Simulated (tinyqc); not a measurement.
Changing the interlayer mass m_b: phonon transmission through an interface between two chains by Green functions. Computed by tinyqc, a small Python program. Command: `OMP_NUM_THREADS=1 python tinyqc.py 3018874 3018875 out.jsonl agf sweep`. One thread of a shared host (Intel(R) Xeon(R) Processor @ 2.30GHz), about 0.03 s of CPU time with the checks.

Two semi-infinite chains (masses m_1, m_2; springs k_1, k_2), motion along the chain. The central region holds the end atom of each chain and one interlayer atom of mass m_b, joined by springs k_b. lambda = omega^2 in eV/(angstrom^2 u); nu = 15.6333042 THz x sqrt(lambda).

Inputs (values chosen for the exercise, for two model chains): mass m_1 = 63.8 u; spring k_1 = 4.93 eV/angstrom^2; mass m_2 = 215 u; spring k_2 = 2.85 eV/angstrom^2; junction spring k_b = 0.686 eV/angstrom^2; probe frequency / lower band top = 0.22; temperature T = 300 K.

Atoms in the interlayer: one.

Constants: nu for 1 eV/(angstrom^2 u) = 15.6333042 THz; h x 1 THz = 4.135667696 meV; k_B = 8.617333262e-05 eV/K; k_B = 1.380649e-23 J/K; h = 6.62607015e-34 J s.

Method:
- nu_max = 15.6333042 THz x 2 sqrt(k/m); impedance Z = sqrt(k m); long-wave transmission 4 Z_1 Z_2/(Z_1 + Z_2)^2; the probe frequency is the given share of the lower band top.
- In chain i, sin(q_i a/2) = nu/nu_max,i. An outgoing wave makes the next atom move as exp(i q_i a) times the end atom, so the lead adds the self-energy Sigma_i = -k_i exp(i q_i a) to the force-constant matrix; Gamma_i = -2 Im Sigma_i = 2 k_i sin(q_i a).
- A = lambda M - K - Sigma over the central atoms, with K_ii the sum of the springs at i, K_(i,i+1) = -k_b; G = inverse of A; transmission = Gamma_1 Gamma_2 |G_(first,last)|^2.
- Landauer conductance G = k_B int tau(nu) x^2 e^x/(e^x - 1)^2 d nu, x = h nu/(k_B T), from 0 to the lower band top (240 Gauss-Legendre points in s from 0 to 1, nu = nu_top sin(pi s/2)); tau is the transmission, and its thermal mean is G over the value for tau = 1 in the same window; the quantum is g_0 = pi^2 k_B^2 T/(3 h).

One run for each value:
```
interlayer mass m_b (u)  conductance G (pW/K)  thermal mean of the transmission  transmission
16                                      11.40                            0.2315        0.3463
25                                      13.06                            0.2652        0.3573
39                                      18.82                            0.3821        0.3752
60                                      20.06                            0.4074        0.4042
94                                      19.91                            0.4042        0.4567
150                                     18.81                            0.3820        0.5594
230                                     17.15                            0.3483        0.7371
350                                     15.03                            0.3052        0.9742
550                                     12.41                            0.2520        0.7578
860                                      9.75                            0.1980        0.2592
```

What does the table show, and why?

Over the rows, conductance G (pW/K) goes from 11.4 through a maximum among these rows, 20.1 at 60.0, to 9.75; thermal mean of the transmission goes from 0.231 through a maximum among these rows, 0.407 at 60.0, to 0.198; transmission goes from 0.346 through a maximum among these rows, 0.974 at 350, to 0.259. G is largest among these rows at m_b = 60 u; the geometric mean of the two masses is 117 u.

Extremes, crossings and ranges named in words are read from the listed rows.
